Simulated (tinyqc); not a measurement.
Frequency dispersion of an accumulation capacitance by border traps, distributed model: one step of the calculation.

Traps spread evenly through the insulator exchange electrons with the semiconductor by tunnelling, with tau(x) = t0 exp(2 ka x) at depth x from the interface. The admittance per area Y seen at depth x obeys dY/dx = -Y^2/(i w eps0 eox) + q Nb ln(1 + i w tau)/tau, with Y(0) = i w Cs and w = 2 pi f; the gate sees Y(tox) = G + i w C. Working variable y = Y/(i w), in uF/cm^2. Cox = eps0 eox/tox.

Task. Scales and lumped estimate. Cox; trap-free value 1/(1/Cox + 1/Cs); response depth d = ln(1/(w t0))/(2 ka), where w tau = 1; lumped estimate: all traps within d act as C_bt = q Nb d placed at d/2, so C = 1/{1/[1/(1/Cs + d/(2 eps0 eox)) + C_bt] + (tox - d/2)/(eps0 eox)}.

Parameters, values chosen for the exercise; permittivity close to that of zirconium oxide: relative permittivity of the insulator eox = 21.5; insulator thickness tox = 9.3 nm; semiconductor capacitance in accumulation Cs = 0.85 uF/cm^2; density of border traps Nb = 2.1e19 cm^-3 eV^-1; decay constant of the wave function in the insulator ka = 5.3 1/nm; time constant of a trap at the interface t0 = 2e-9 s; frequency f = 100 Hz.

Constants: q = 1.602176634e-19 C, eps0 = 8.8541878128e-14 F/cm where lengths are in cm. Results are converted to the units shown.

Find: Cox; trap-free C; d; C_bt; lumped C.

Result.

Cox = 2.047 uF/cm^2
trap-free C = 0.6006 uF/cm^2
d = 1.282 nm
C_bt = 0.4313 uF/cm^2
lumped C = 0.8000 uF/cm^2

The traps within reach amount to 0.507 Cs and lie in the first 13.8 % of the insulator.

Numbers from tinyqc (`OMP_NUM_THREADS=1 python tinyqc.py 2202071 2202072 out.jsonl`; about 0.6 s on one thread of a shared Intel Xeon 2.30GHz).
